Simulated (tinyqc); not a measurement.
Elastic strain and critical thickness of a cubic alloy layer A(1-x)B(x) on a thick substrate: one step, computed by the program tinyqc.

Strain is positive in tension. The layer is coherent with the substrate unless said otherwise.

Question. Symmetric X-ray reflection. Reflection 004: d = a_perp/sqrt(16), with a_perp = a (1 + e_perp) for the coherent layer, a for the relaxed layer and a_S for the substrate; sin(theta) = lambda/(2 d).

Inputs (values chosen for the exercise, modelled on GaAs(1-x)P(x) on GaAs): substrate lattice constant a_S = 5.653 angstrom; X-ray wavelength = 1.540593 angstrom.

Growth plane: (001).

free lattice constant a = 5.61664 angstrom

normal strain e_perp = -0.005889055

Give: Bragg angles; peak separation of the coherent layer.

Answer.

Bragg angles:
```
crystal,a_perp (angstrom),theta (degrees),from substrate (arcsec)
substrate,5.653,33.03,0
coherent layer,5.584,33.49,1672
relaxed layer,5.617,33.27,869
```

peak separation of the coherent layer = 1672 arcsec
